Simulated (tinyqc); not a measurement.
Tunnelling through a gate dielectric, WKB transmission and Tsu-Esaki current: a Fowler-Nordheim plot.

Electrons leave the emitter at x = 0. Energies E (motion across the layers) are in eV from the emitter Fermi level; the collector Fermi level lies at -V and offers states at every E. No charge in the dielectric and no image force: F1 = V/t1, U = phi1 - F1 x. With C = hbar^2/(2 m0), kappa = sqrt(m (U - E)/C) where U > E and 0 elsewhere; T(E) = exp(-S), S = 2 times the integral of kappa over x.

The thickness is set to t1 = 3.2 nm and V = F t1. Each layer adds (2/F) sqrt(m/C) [G(u at its left edge) - G(u at its right edge)] to S, with u = U - E (0 where negative) and G(u) = (2/3) u^1.5. J = J0 times the integral of T(E) N(E) dE, N = ln[(1 + exp(-E/Vt))/(1 + exp((-E - V)/Vt))], J0 = q^2 me m0 kB T/(2 pi^2 hbar^3) (times 1e-4 for A/cm^2 per eV), from E = -Ef to far above the barrier (T = 1 there), by quadrature converged to the digits shown. The closed formula is J = A F^2 exp(-B/F), A = q^2 me/(16 pi^2 hbar m1 phi1) (A/V^2 with phi1 in volts), B = (4/3) sqrt(m1/C) phi1^1.5 (V/nm), C = hbar^2/(2 m0); it assumes zero temperature, a deep Fermi sea and S linear in E.

Parameters, values chosen for the exercise; dielectric values close to those of hafnium oxide: temperature T = 200 K; Fermi energy of the emitter above its band bottom Ef = 1.7 eV; emitter mass in the supply function me = 0.87 m0; barrier of layer 1 above the emitter Fermi level at zero bias phi1 = 1.44 eV; tunnelling mass of layer 1 m1 = 0.21 m0.

Constants: q = 1.602176634e-19 C, kB = 1.380649e-23 J/K, hbar = 1.054571817e-34 J s, m0 = 9.1093837015e-31 kg, Vt = kB T/q, hbar^2/(2 m0) = 0.0380998212 eV nm^2. Results are converted to the units shown.

Result of one run:
```
F (V/nm)  J (A/cm^2)  J by the formula (A/cm^2)  ln(J/F^2), F in V/cm
0.6          1.874e4                    1.940e4                -21.38
```

What becomes of these results when the field F is changed from 0.6 to 1.17 V/nm, all else the same?

Result of the changed run:
```
F (V/nm)  J (A/cm^2)  J by the formula (A/cm^2)  ln(J/F^2), F in V/cm
1.17         5.106e6                    5.962e6                -17.10
```

The whole series:
```
F (V/nm)  J (A/cm^2)  J by the formula (A/cm^2)  ln(J/F^2), F in V/cm
0.6          1.874e4                    1.940e4                -21.38
0.71         1.019e5                    1.098e5                -20.02
0.83         4.082e5                    4.515e5                -18.94
0.94         1.101e6                    1.242e6                -18.20
1.06         2.635e6                    3.029e6                -17.57
1.17         5.106e6                    5.962e6                -17.10
1.29         9.389e6                    1.114e7                -16.69
1.4          1.516e7                    1.824e7                -16.38
```

The slope of ln(J/F^2) against 1/F between the end rows is -5.251 V/nm, against B = 5.409 V/nm; read as B it gives phi1 = 1.41 eV. The integrated current is 3.4 % below the formula in the first row and 17 % below it in the last. In 4 of the 8 rows the field exceeds 10 MV/cm (up to 14.0), more than most dielectrics sustain; the model ignores breakdown. In 5 of the 8 rows S is below 6, where a WKB prefactor of 1 is a rough guess.

Program tinyqc, `OMP_NUM_THREADS=1 python tinyqc.py 2540163 2540164 out.jsonl`; Intel Xeon 2.30GHz, shared host, one thread, about 0.04 s.
